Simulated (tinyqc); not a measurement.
Round or elliptic silicon nanowire with anisotropic valleys (Ritz method): one step. Stretching the ellipse. Four cases, with inputs chosen for the exercise.

Problem. Scaling y by 1/sqrt(w_y) and z by 1/sqrt(w_z) makes the mass 1 and the semi-axes A = a/sqrt(w_y), B = b/sqrt(w_z). List them with the one-function estimate 3c (1/A^2 + 1/B^2) and the slender limit c (pi/2s)^2 (1 + 2s/(pi l)), s and l the smaller and larger of A, B; c = hbar^2/2m0.

Wire along x = [110] on a (001) wafer, y = [-110], z = [001]. Valley groups (w = inverse masses): A, two valleys along z: w_y = 1/mt, w_z = 1/ml, m_x = mt; B, four valleys in the wafer plane: w_y = (1/ml + 1/mt)/2, w_z = 1/mt, m_x = (ml + mt)/2.

Constants: hbar^2/2m0 = 3.80998211 eV angstrom^2.

Case 1.

Values chosen (near those of a Si nanowire; shifted at random, so the results belong to these values and not to a real crystal): ml = 0.906 m0 (longitudinal mass); mt = 0.191 m0 (transverse mass); a = 29 angstrom (semi-axis along y); b = 29 angstrom (semi-axis along z).

Case 2.

Values chosen (near those of a Si nanowire; shifted at random, so the results belong to these values and not to a real crystal): ml = 0.924 m0 (longitudinal mass); mt = 0.193 m0 (transverse mass); a = 16 angstrom (semi-axis along y); b = 22 angstrom (semi-axis along z).

Case 3.

Values chosen (near those of a Si nanowire; shifted at random, so the results belong to these values and not to a real crystal): ml = 0.914 m0 (longitudinal mass); mt = 0.188 m0 (transverse mass); a = 21 angstrom (semi-axis along y); b = 43 angstrom (semi-axis along z).

Case 4.

Values chosen (near those of a Si nanowire; shifted at random, so the results belong to these values and not to a real crystal): ml = 0.932 m0 (longitudinal mass); mt = 0.193 m0 (transverse mass); a = 36 angstrom (semi-axis along y); b = 36 angstrom (semi-axis along z).

Give: Groups.

Solution.

Case 1.

Groups:

| group | g | A | B | axis ratio | one function (eV) | slender limit (eV) |
|---|---|---|---|---|---|---|
| A | 2 | 12.67 | 27.60 | 2.178 | 0.0862 | 0.0756 |
| B | 4 | 16.29 | 12.67 | 1.285 | 0.1142 | 0.0875 |

Case 2.

Groups:

| group | g | A | B | axis ratio | one function (eV) | slender limit (eV) |
|---|---|---|---|---|---|---|
| A | 2 | 7.03 | 21.15 | 3.009 | 0.2569 | 0.2305 |
| B | 4 | 9.04 | 9.66 | 1.069 | 0.2622 | 0.1835 |

Case 3.

Groups:

| group | g | A | B | axis ratio | one function (eV) | slender limit (eV) |
|---|---|---|---|---|---|---|
| A | 2 | 9.11 | 41.11 | 4.515 | 0.1446 | 0.1294 |
| B | 4 | 11.73 | 18.64 | 1.590 | 0.1160 | 0.0957 |

Case 4.

Groups:

| group | g | A | B | axis ratio | one function (eV) | slender limit (eV) |
|---|---|---|---|---|---|---|
| A | 2 | 15.82 | 34.75 | 2.198 | 0.0552 | 0.0485 |
| B | 4 | 20.36 | 15.82 | 1.287 | 0.0733 | 0.0562 |

The one-function value suits axis ratios near 1 and the slender limit ratios well above 2.

Computed by tinyqc, one run a case: `OMP_NUM_THREADS=1 python tinyqc.py N N+1 out.jsonl` with N = 1281579, 1281820, 1281828, 1281845; one thread of a shared Intel(R) Xeon(R) Processor @ 2.30GHz, about 0.08 s a run at most.
